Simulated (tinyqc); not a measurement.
Coherent transport through a tight-binding region between two chains, step by step. Computed by tinyqc, a small Python program that keeps every step. Settings: temperature = 300, mu = 0.3. Command: `OMP_NUM_THREADS=1 python tinyqc.py 26553 26554 out.jsonl` (the two numbers bound the seeds that draw the settings). One thread of a shared host (Intel(R) Xeon(R) Processor @ 2.60GHz), about 0.07 s of CPU time with the checks.

## Transmission at E = -0.65 eV

H of the central region (eV):
```
[[0.000000, -1.050000, 0.000000, -1.050000],
 [-1.050000, 0.830000, -1.050000, 0.000000],
 [0.000000, -1.050000, 0.830000, -1.050000],
 [-1.050000, 0.000000, -1.050000, 0.000000]]
```

Leads: semi-infinite chains with site energy 0:
```
parameter                           value
lead hopping t (eV)              1.080000
coupling to the left lead (eV)   0.470000
coupling to the right lead (eV)  1.120000
left contact site                       1
right contact site                      3
```

E = -0.650000 eV

Surface Green function g = (E - i sqrt(4 t^2 - E^2)) / (2 t^2); self-energy tc^2 g on each contact site; G = (E - H - Sigma)^(-1); Gamma = -2 Im Sigma; T = Gamma_L Gamma_R |G_LR|^2; local density of states -Im G_ii / pi.

g = -0.278635-0.883007i 1/eV

G (1/eV):
```
[[-0.121591-0.370506i, 0.248834-0.056472i, 0.472329+0.290907i, 0.566576-0.128582i],
 [0.248834-0.056472i, -0.430129-0.023764i, 0.097270+0.022976i, 0.559092-0.054109i],
 [0.472329+0.290907i, 0.097270+0.022976i, -0.335224-0.258523i, 0.221477+0.052314i],
 [0.566576-0.128582i, 0.559092-0.054109i, 0.221477+0.052314i, -0.265453-0.123203i]]
```

local density of states (1/eV): [0.117936, 0.007564, 0.082290, 0.039217]

transmission = 0.265936

## Transmission across the band

The same steps on a grid of energies.

T(E):
```
E (eV)              T
-2.05200000  0.489671
-1.84680000  0.416867
-1.64160000  0.334524
-1.43640000  0.289891
-1.23120000  0.266859
-1.02600000  0.257452
-0.82080000  0.258257
-0.61560000  0.268265
-0.41040000  0.288149
-0.20520000  0.320484
0.00000000   0.371937
0.20520000   0.470943
0.41040000   0.012704
0.61560000   0.404220
0.82080000   0.479750
1.02600000   0.469557
1.23120000   0.385201
1.43640000   0.269983
1.64160000   0.166184
1.84680000   0.087058
2.05200000   0.027368
```

levels of the isolated region (eV): [-1.764037, 0.335963, 0.494037, 2.594037]

## Current

I = (2e/h) int T(E) [f(E - mu - V/2) - f(E - mu + V/2)] dE at 300 K with mu = 0.3 eV, the bias not changing H; 2e^2/h = 77.48092 microsiemens; the integral runs over the band on 4001 points.

Current:
```
V (volt)  I (microampere)
0.010000         0.464343
0.050000         2.317168
0.100000         4.591845
0.200000         8.585436
0.400000        14.091340
0.800000        25.768960
```
